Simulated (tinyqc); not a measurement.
Lifetime against injection: carrier lifetime from Shockley-Read-Hall, radiative, Auger and surface recombination. Computed by tinyqc, a small Python program. Command: `OMP_NUM_THREADS=1 python tinyqc.py 3014108 3014109 out.jsonl lifetime walk`. One thread of a shared host (Intel(R) Xeon(R) Processor @ 2.30GHz), about 0.02 s of CPU time with the checks.

Energies are counted from the top of the valence band. Boltzmann statistics, full ionisation, and equal excess densities of electrons and holes.

Inputs (values chosen for the exercise, with bands modelled on ZnO):
```
quantity                          value        unit
gap E_g                            3.32          eV
electron mass m_e                 0.263         m_0
valleys M_c                           1           -
hole mass m_h                     0.768         m_0
temperature T                       400           K
doping N                        2.9e+17       cm^-3
trap level E_t                     1.59          eV
trap density N_t                3.6e+11       cm^-3
electron cross-section sigma_n  6.9e-17        cm^2
hole cross-section sigma_p      2.2e-17        cm^2
radiative coefficient B         3.3e-10      cm^3/s
Auger coefficient C_n           7.1e-32      cm^6/s
Auger coefficient C_p           6.5e-32      cm^6/s
diffusion coefficient D              14      cm^2/s
surface velocity S                 2300        cm/s
thickness W                         170  micrometre
```

Doping: n-type. Surface term: two equal surfaces.

Constants: m_0 = 9.1093837015e-31 kg; k_B = 1.380649e-23 J/K; h = 6.62607015e-34 J s; k_B = 8.617333262e-05 eV/K.

Method:
- N_c = 2 M_c (2 pi m_e k_B T/h^2)^(3/2) and N_v = 2 (2 pi m_h k_B T/h^2)^(3/2), masses in units of m_0.
- n_i = sqrt(N_c N_v) exp(-E_g/2 k_B T); majority density N/2 + sqrt(N^2/4 + n_i^2), minority density n_i^2 over it.
- v = sqrt(3 k_B T/m) with m_e or m_h; tau_n0 = 1/(sigma_n v_n N_t), tau_p0 = 1/(sigma_p v_p N_t); n1 = N_c exp(-(E_g - E_t)/k_B T), p1 = N_v exp(-E_t/k_B T).
- The slowest diffusion mode has x tan x = S W/(2 D) with 0 < x < pi/2 (bisection), and tau_s = W^2/(4 x^2 D). The common approximation is W/(2 S) + W^2/(pi^2 D).
- With n = n_0 + dn, p = p_0 + dn and U/dn = 1/tau: (n p - n_i^2)/dn = n_0 + p_0 + dn = s; 1/tau_SRH = s/[tau_p0 (n + n1) + tau_n0 (p + p1)]; 1/tau_rad = B s; 1/tau_Aug = (C_n n + C_p p) s; the rates add, with 1/tau_s.
- Rows stop below half the smaller effective density of states.

N_c = 5.21091e+18 cm^-3

N_v = 2.60029e+19 cm^-3

n_0 = 2.90e+17 cm^-3

p_0 = 6.90842e-22 cm^-3

tau_p0 = 0.00820479 s

n1 = 8.31521e-04 cm^-3

tau_n0 = 0.00153087 s

p1 = 0.240937 cm^-3

tau_s = 5.53333e-06 s

Lifetimes (s):
```
dn (cm^-3)        SRH   radiative       Auger   effective  radiative efficiency  fastest channel
1.00e+10    0.0082048  1.0449e-08  1.6747e-04  1.0429e-08               0.99805        radiative
1.00e+11    0.0082048  1.0449e-08  1.6747e-04  1.0429e-08               0.99805        radiative
1.00e+12    0.0082048  1.0449e-08  1.6747e-04  1.0429e-08               0.99805        radiative
1.00e+13    0.0082048  1.0449e-08  1.6746e-04  1.0429e-08               0.99805        radiative
1.00e+14    0.0082053  1.0446e-08  1.6731e-04  1.0425e-08               0.99805        radiative
1.00e+15    0.0082101  1.0413e-08  1.6580e-04  1.0393e-08               0.99806        radiative
1.00e+16    0.0082558  1.0101e-08  1.5186e-04  1.0082e-08               0.99811        radiative
1.00e+17    0.0085973  7.7700e-09  7.4996e-05  7.7583e-09               0.99849        radiative
1.00e+18    0.0093915  2.3491e-09  4.9505e-06  2.3470e-09               0.99910        radiative
```

tau_SRH goes from 0.00820 s at low injection (the minority capture time, 0.00820 s) to 0.00939 s in the last row; at high injection it tends to tau_n0 + tau_p0 = 0.00974 s. Ruling channel by row: radiative from 1e10 cm^-3.
